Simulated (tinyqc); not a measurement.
Keating valence-force model of a tetrahedral crystal: one step, computed by the program tinyqc. Command: `OMP_NUM_THREADS=1 python tinyqc.py 3020342 3020343 out.jsonl keating walk`. One thread of a shared host (Intel(R) Xeon(R) Processor @ 2.30GHz), about 0.04 s of CPU time with the checks.

Atom A sits at 0 and atom B at a/4 (1,1,1) of an fcc lattice; the four bonds from A are t = a/4 (1,1,1), a/4 (1,-1,-1), a/4 (-1,1,-1), a/4 (-1,-1,1), of length d = sqrt(3) a/4. Energy: E = (3 alpha/(8 d^2)) sum over bonds (r.r - d^2)^2 + (3 beta/(8 d^2)) sum over pairs of bonds at one atom (r_i.r_j + d^2/3)^2, with beta_A for the six pairs at A and beta_B for the six at B. The cell holds two atoms, Omega = a^3/4. 1 N/m = 1 J/m^2. With constants fitted to the elastic moduli this model puts optical and zone-boundary frequencies of real crystals too high, by up to about 20 % in elemental crystals and up to about 50 % in compounds, and mostly by more for TA modes; in compounds the lattice part of the static dielectric constant then comes out too low.

Task: Dynamical matrix at q. With displacements u exp(i q.r), each bracket changes by g.u, where g = (g_A, g_B): bond t, g = (-2 t, 2 t exp(i q.t)); pair (i, j) at A, g = (-(t_i + t_j), t_i exp(i q.t_j) + t_j exp(i q.t_i)); pair at B, g = (-t_i exp(-i q.t_j) - t_j exp(-i q.t_i), t_i + t_j). Then D_mn = sum over the 4 bonds and 12 pairs of (4 k/a^2) conj(g_m) g_n / sqrt(M_m M_n), with k = alpha or beta converted to eV/angstrom^2. Only the short-range forces enter; the Coulomb field of the charges is left out.

Inputs (values chosen for the exercise, modelled on gallium antimonide):
```
quantity                value  unit
mass M_A                69.72     u
mass M_B               121.76     u
bond stretching alpha    32.5   N/m
bond bending beta_A      7.39   N/m
bond bending beta_B      7.39   N/m
```

Structure: zinc blende.

wave vector q (2 pi/a): 0.35  0.21  0

Constants: 1 eV/angstrom^2 = 16.02176634 J/m^2.

Give: D(q).

Result:

D(q) (eV/(angstrom^2 u)), lower triangle (Hermitian):
```
                  A x               A y               A z               B x
A x           0.14931
A y           0.00361           0.14486
A z  0.00000-0.00221i  0.00000-0.00124i           0.14360
B x          -0.08719           0.01152  0.00000+0.01879i           0.08549
B y           0.01152          -0.08719  0.00000+0.03363i           0.00207
B z  0.00000+0.01879i  0.00000+0.03363i          -0.08719  0.00000+0.00127i

                  B y      B z
B y           0.08295
B z  0.00000+0.00071i  0.08223
```
